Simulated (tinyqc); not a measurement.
Bandgap voltage reference from two bipolar transistors: effect of the output resistor at T0.

Two transistors of area 1 and N carry the same current I. Is(T) = Is (T/T0)^eta exp[(Vg0 q/kB)(1/T0 - 1/T)], VBE1 = Vt ln(I/Is(T)) + I rb, VBE2 = Vt ln(I/(N Is(T))) + I rb/N. The amplifier forces I R1(T) = VBE1 - VBE2 + Vos, with R(T) = R (1 + tc (T - T0)) for both resistors, and the output is Vref = VBE1 + I R2(T). Base currents and the Early effect are neglected.

Vt = kB T/q; I = (Vt ln N + Vos)/(R1(T) - rb (1 - 1/N)). Box coefficient: span of Vref between 233 and 398 K over its average over T and over 165 K. The last column is the R2 that gives zero slope at T0.

Values chosen for this exercise; values of the order met in silicon bipolar transistors: reference temperature T0 = 300 K; band-gap voltage extrapolated to 0 K Vg0 = 1.203 V; temperature exponent of the saturation current eta = 3.8; saturation current of the unit transistor at T0 Is = 1.4e-18 A; area ratio of the second transistor N = 8; resistor across which the difference of VBE falls, at T0 R1 = 4.2 kohm; temperature coefficient of both resistors tc = 600 ppm/K; offset of the amplifier Vos = 0 mV; series resistance of the unit transistor rb = 0 ohm.

Constants: q = 1.602176634e-19 C, kB = 1.380649e-23 J/K. Results are converted to the units shown.

Results:
```
R2 (kohm)	I at T0 (uA)	Vref at T0 (V)	slope at T0 (uV/K)	box coefficient (ppm/K)	R2 for zero slope (kohm)
36.55	12.80	1.239	-135.6	118.4	39.73
37.74	12.80	1.255	-84.87	76.33	39.73
38.93	12.80	1.270	-34.10	37.77	39.73
39.73	12.80	1.280	0.03109	18.65	39.73
41.72	12.80	1.306	84.93	56.85	39.73
42.91	12.80	1.321	135.7	94.57	39.73
```

Estimate the missing row, R2 = 40.52 kohm.

Computed row:
```
R2 (kohm)	I at T0 (uA)	Vref at T0 (V)	slope at T0 (uV/K)	box coefficient (ppm/K)	R2 for zero slope (kohm)
40.52	12.80	1.290	33.74	23.93	39.73
```

With this row back in the table: As R2 goes from 36.55 to 42.91, Vref rises from 1.239 to 1.321 V and the box coefficient goes from 118 through a minimum of 18.7 (at R2 = 39.73 among the rows listed) to 94.6 ppm/K. One per cent in R2 moves the slope by 17.0 uV/K.

tinyqc, about 0.02 s, one thread, Intel Xeon 2.30GHz (shared host): `OMP_NUM_THREADS=1 python tinyqc.py 2062128 2062129 out.jsonl`
